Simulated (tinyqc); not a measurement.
Inside a calculation: bond unit of a tetrahedral oxide and its oxygen vacancy in tight binding. Values are carried at full precision from step to step, so a last printed digit may differ when a step is redone from the rounded ones.

Two sp3 hybrids h1, h2 at eh = (es + 3 ep)/4 point at one oxygen with orbitals s, px, py, pz; x joins the two cations, z bisects the angle phi, and th = (180 - phi)/2. With u = hbar^2/(m d^2) = 2c/d^2, c = hbar^2/2m0: Vhs = -(1.32 + sqrt3 x 1.42) u/2 and Vhp = (1.42 + sqrt3 x 2.22) u/2. <h|s> = Vhs for both; <h1|px> = Vhp cos(th), <h2|px> = -Vhp cos(th); <h|pz> = Vhp sin(th) for both; py is a lone pair. The unit holds 8 electrons. Coupling between units, which widens the levels into bands, is left out.

Constants: hbar^2/2m0 = 3.80998211 eV angstrom^2.

Parameters, chosen for this exercise (near tabulated values for SiO2; not measured data):
- es = -14.8 eV (s level of the cation)
- ep = -7.54 eV (p level of the cation)
- eos = -34.48 eV (s level of oxygen)
- eop = -17.07 eV (p level of oxygen)
- d = 1.62 angstrom (cation-oxygen distance)
- phi = 157 degrees (bond angle at oxygen)
- R = 3.17 angstrom (cation-cation distance across the vacancy)

## Level and couplings

Form eh, u, Vhs, Vhp and th.

eh (hybrid level) = -9.3550 eV
u = 2.9035 eV

Vhs, Vhp (eV): -5.4869  7.6437

th = 11.5 degrees

## The matrix

Fill it in.

H (eV), lower triangle:
```
         h1       h2         s        px        py        pz
h1  -9.3550
h2        0  -9.3550
s   -5.4869  -5.4869  -34.4800
px   7.4903  -7.4903         0  -17.0700
py        0        0         0         0  -17.0700
pz   1.5239   1.5239         0         0         0  -17.0700
```

## Levels, weights and charge

Diagonalise; the four lowest levels are filled. The excess of electrons on oxygen is twice the oxygen weight of the filled levels less 6.

levels (eV): -36.7011  -24.4858  -17.4686  -17.0700  -6.7353  -1.9392

weights:
```
    level 1  level 2  level 3  level 4  level 5  level 6
h1    0.038    0.164    0.016    0.000    0.446    0.336
h2    0.038    0.164    0.016    0.000    0.446    0.336
s     0.923    0.000    0.007    0.000    0.070    0.000
px    0.000    0.671    0.000    0.000    0.000    0.329
py    0.000    0.000    0.000    1.000    0.000    0.000
pz    0.001    0.000    0.960    0.000    0.039    0.000
```

highest filled to lowest empty = 10.3347 eV
excess electrons on oxygen = 1.125

The highest filled level is the py orbital of oxygen (100 %) and the lowest empty one is 89 % cation hybrid, even under exchange of the two cations. The spacing is that of an isolated unit and exceeds the gap of the solid.

## The odd block in closed form

The combination (h1 - h2)/sqrt2 couples to px alone, with W2 = sqrt2 Vhp cos(th); W3 = (eh - eop)/2; levels (eh + eop)/2 -/+ sqrt(W2^2 + W3^2); polarity W3/sqrt(W2^2 + W3^2).

W2, W3 (eV): 10.5928  3.8575

levels of the odd block (eV): -24.4858  -1.9392

polarity = 0.3422

## The neutral oxygen vacancy

Without the oxygen the two hybrids face each other at distance R and couple by -V2, V2 = 3.22 x 2c/R^2, c = hbar^2/2m0: a bond at eh - V2 with two electrons and an antibond at eh + V2. Levels are measured from eop, the lone-pair level that stands for the top of the valence band.

Form V2 and the two levels above eop. R is a chosen distance; in real silica the neutral vacancy relaxes to about 2.5 angstrom.

V2 = 2.4417 eV

levels above eop (eV): bond 5.2733, lone hybrid 7.7150, antibond 10.1567

bond-antibond splitting = 4.8834 eV

The filled bond lies 5.27 eV above the lone pairs, so it can trap a hole; the antibond lies below the lowest empty level of the intact unit (10.33 eV). A lone hybrid, as in a dangling bond, sits at 7.71 eV.

## Checks

- Levels of the odd block against the full matrix: they agree to 1e-10 or better.

(tinyqc, `OMP_NUM_THREADS=1 python tinyqc.py 1451549 1451550 out.jsonl`, Intel(R) Xeon(R) Processor @ 2.30GHz, 1 thread, shared host, about 0.01 s.)
